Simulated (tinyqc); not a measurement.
What moves the exposure: standing waves and exposure in a photoresist film.

Normal incidence from air. Unexposed resist: N1 = n1 + i k1 with k1 = (A + B) lam/(4 pi), lam in micrometres. r01 = (1 - N1)/(1 + N1), t01 = 2/(1 + N1). Substrate Ns = ns + i ks: r12 = (N1 - Ns)/(N1 + Ns). With p = exp(2 pi i N1 d/lam), the field at depth z is E(z) = t01 [exp(2 pi i N1 z/lam) + r12 p^2 exp(-2 pi i N1 z/lam)]/(1 + r01 r12 p^2), the relative intensity I(z) = n1 |E(z)|^2 and the reflectance R = |(r01 + r12 p^2)/(1 + r01 r12 p^2)|^2.

Values chosen for the exercise (a resist on Al, indices near tabulated ones; shifted at random, so the results belong to these values and not to a real crystal): lam = 193 nm (vacuum wavelength); n1 = 1.734 (resist index); A = 0.03 1/micrometre (bleachable absorption (Dill A)); B = 0.85 1/micrometre (fixed absorption (Dill B)); d = 99 nm (resist thickness); ns = 0.109 (substrate n); ks = 2.207 (substrate k).

The mean of I is over 800 depths.

One parameter was then changed.

Results before and after:
```
case     |r12|^2       R  mean I  I at the bottom
base      0.8949  0.8479  1.1622           0.8085
changed   0.8949  0.8175  1.2734           0.9593
```

Which of these changes was made? (a) ns = 0.12; (b) d = 109 nm; (c) ks = 1.986; (d) n1 = 1.751; (e) B = 1.05 1/micrometre.

Answer: (b) d = 109 nm. Of the candidates, run in turn, only this one gives the changed row.

All candidates:
```
case                   |r12|^2       R  mean I  I at the bottom
base                    0.8949  0.8479  1.1622           0.8085
d = 109 nm              0.8949  0.8175  1.2734           0.9593
n1 = 1.751              0.8948  0.8501  1.1405           0.8114
B = 1.05 1/micrometre   0.8918  0.8271  1.1480           0.7977
ks = 1.986              0.8832  0.8424  1.1505           0.9129
ns = 0.12               0.8863  0.8432  1.1592           0.8060
```

(tinyqc, `OMP_NUM_THREADS=1 python tinyqc.py 1682353 1682354 out.jsonl`, Intel(R) Xeon(R) Processor @ 2.30GHz, 1 thread, shared host, about 0.01 s.)
